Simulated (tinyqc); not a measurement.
Growth of a silicide layer between metal and silicon: linear-parabolic kinetics, ramp anneals and Kissinger analysis. Inputs raised by 5 %, one at a time. Computed by tinyqc, a small Python program. Command: `OMP_NUM_THREADS=1 python tinyqc.py 3029534 3029535 out.jsonl silicide sens`. One thread of a shared host (Intel(R) Xeon(R) Processor @ 2.30GHz), about 0.08 s of CPU time with the checks.

One compound layer of thickness x grows by diffusion through itself and reaction at an interface, dx/dt = 1/(2x/K + 1/v), until the metal is used up at x = a h.

Inputs (values chosen for the exercise, modelled on CoSi):

| quantity | value | unit |
|---|---|---|
| metal thickness h | 6.2 | nm |
| silicide formed per metal thickness a | 2.02 | - |
| prefactor of the parabolic constant K | 5.8e+12 | nm^2/s |
| activation energy E of K | 1.81 | eV |
| prefactor of the interface velocity v | 1.1e+13 | nm/s |
| activation energy E_v | 1.99 | eV |
| temperature T | 520 | C |
| time t | 5.2 | s |

Constants: k_B = 8.617333262e-05 eV/K.

Method:
- The silicide ends at the thickness a h.
- K = K0 exp(-E/(k_B T)), v = v0 exp(-E_v/(k_B T)).
- Temperatures in kelvin are T(C) + 273.15.
- x^2/K + x/v = t, so x = (K/(2v)) [sqrt(1 + 4 v^2 t/K) - 1], capped at a h; completion time t_c = (a h)^2/K + a h/v, a h being the final thickness; crossover thickness K/v.

Runs:

| input moved | from | to | completion time (s) | thickness at time t (nm) | crossover thickness (nm) |
|---|---|---|---|---|---|
| base run | - | - | 13.595 | 6.7521 | 7.341 |
| metal thickness h (nm) | 6.2 | 6.51 | 14.725 | 6.7521 | 7.341 |
| prefactor of the parabolic constant K (nm^2/s) | 5.8e+12 | 6.09e+12 | 13.187 | 6.8590 | 7.708 |
| activation energy E of K (eV) | 1.81 | 1.9005 | 37.241 | 4.1489 | 1.953 |
| prefactor of the interface velocity v (nm/s) | 1.1e+13 | 1.155e+13 | 13.356 | 6.8666 | 6.992 |
| activation energy E_v (eV) | 1.99 | 2.0895 | 30.114 | 2.7779 | 31.479 |
| time t (s) | 5.2 | 5.46 | 13.595 | 6.9779 | 7.341 |

Exponents ln(y'/y) / ln(x'/x):

| input | completion time | thickness at time t | crossover thickness |
|---|---|---|---|
| metal thickness h | 1.636 | 0.000 | 0.000 |
| prefactor of the parabolic constant K | -0.625 | 0.322 | 1.000 |
| activation energy E of K | 20.654 | -9.982 | -27.139 |
| prefactor of the interface velocity v | -0.364 | 0.345 | -1.000 |
| activation energy E_v | 16.300 | -18.204 | 29.838 |
| time t | 0.000 | 0.674 | 0.000 |

To which inputs is each result most sensitive?

Among the inputs moved here: completion time answers most in size to activation energy E of K (exponent +20.654), next to activation energy E_v (+16.300); its exponent is below 0.0005 for time t. Thickness at time t answers most in size to activation energy E_v (exponent -18.204), next to activation energy E of K (-9.982); its exponent is below 0.0005 for metal thickness h. Crossover thickness answers most in size to activation energy E_v (exponent +29.838), next to activation energy E of K (-27.139); its exponent is below 0.0005 for metal thickness h, time t.

Extremes, crossings and ranges named in words are read from the listed rows.
